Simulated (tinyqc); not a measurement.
Inside a calculation. Model: interdiffusion in a binary couple: Darken equations, Kirkendall shift and Boltzmann-Matano analysis. Computed by tinyqc, a small Python program that keeps every step. Command: `OMP_NUM_THREADS=1 python tinyqc.py 3018010 3018011 out.jsonl darken walk`. One thread of a shared host (Intel(R) Xeon(R) Processor @ 2.30GHz), about 0.03 s of CPU time with the checks. Intermediate numbers are printed to about 6 digits and carried at full precision; extremes and crossings named in words are read from the listed rows.

x is the mole fraction of B; the molar volume is constant, and the two halves are long enough to count as infinite.

Inputs (values chosen for the exercise, for a model alloy A-B):
```
quantity                            value   unit
tracer diffusivity D*_A(0)        9.1e-16  m^2/s
tracer diffusivity D*_B(0)        4.8e-16  m^2/s
slope k of ln D* with x              0.15      -
regular-solution parameter W       -0.088     eV
temperature T                        1080      K
left composition x_L                  0.1      -
right composition x_R                0.59      -
time t                               8500      s
composition x for the local step     0.17      -
```

Vacancy-wind correction: none.

Constants: k_B = 8.617333262e-05 eV/K.

## Diffusivities at one composition

D*_i(x) = D*_i(0) exp(k x); thermodynamic factor Phi = 1 - 2 W x (1 - x)/(k_B T); intrinsic D_i = D*_i Phi; interdiffusion D~ = x D_A + (1 - x) D_B.

thermodynamic factor Phi = 1.26684

intrinsic D_A = 1.18259e-15 m^2/s

intrinsic D_B = 6.23786e-16 m^2/s

interdiffusion coefficient D~ at the local x = 7.18784e-16 m^2/s

A negative W (tendency to order or compound) speeds mixing: Phi is above 1.

## Composition profile

With lambda = z/sqrt(t), the profile solves d/dlambda (D~ dx/dlambda) + (lambda/2) dx/dlambda = 0 with x = x_L and x_R far to the left and right; z = 0 is the original interface. It is solved as a boundary-value problem in y = lambda/sqrt(D~ at the mean composition) on -12 < y < 12 (collocation, tolerance 1e-8). The last column is the error-function profile for a constant D~ taken at the mean composition.

D~ at the mean composition = 9.44506e-16 m^2/s

Profile at time t:
```
y       z (um)         x  dx/dz (1/um)  x for constant D~
-3.0  -8.50028  0.103601     0.0032198           0.108304
-2.0  -5.66685  0.130994     0.0192582           0.138538
-1.5  -4.25014  0.167686     0.0326587           0.170767
-1.0  -2.83343  0.222484     0.0438984           0.217478
-0.5  -1.41671  0.289107     0.0490124           0.277300
0.0    0.00000  0.358319     0.0477598           0.345000
0.5    1.41671  0.422292     0.0419811           0.412700
1.0    2.83343  0.476144     0.0338072           0.472522
1.5    4.25014  0.517810     0.0250421           0.519233
2.0    5.66685  0.547464     0.0170329           0.551462
3.0    8.50028  0.578374     0.0060111           0.581696
```

At the original interface x = 0.3583, against the mean 0.3450. D~ is 1.88 times as large at x_R as at x_L, so the profile is flatter and reaches further on the right.

## Boltzmann-Matano quantities at composition x

Read from the profile: the position z(x), the area -int_(x_L)^x z dx and the slope.

position z(x) = -4.17998 um

area -int z dx from x_L to the local x = 0.407055 um

slope dx/dz at the local x = 0.0333124 1/um

## Boltzmann-Matano diffusivity

D~(x) = area/(2 t slope), with z counted from the original interface (the Matano plane); 1 um^2 = 1e-12 m^2.

D~ from the profile = 7.18784e-16 m^2/s

It returns the value of D~ 7.1878e-16 m^2/s that went in.

## Kirkendall markers

Lattice planes move with v = (D_B - D_A) dx/dz; markers from the original interface stay at one composition, where z_K = 2 t v.

marker position z_K = -0.533236 um

composition at the markers = 0.332522

number of solutions = 1

The markers move towards the A-rich side, the side that loses atoms of the faster species (A); vacancies flow the same way and may condense there as voids.

Checks made by the program: mass balance about the original interface (Matano plane at z = 0) (relative difference below 1e-10); Boltzmann-Matano against the Darken value (relative difference 6e-08).
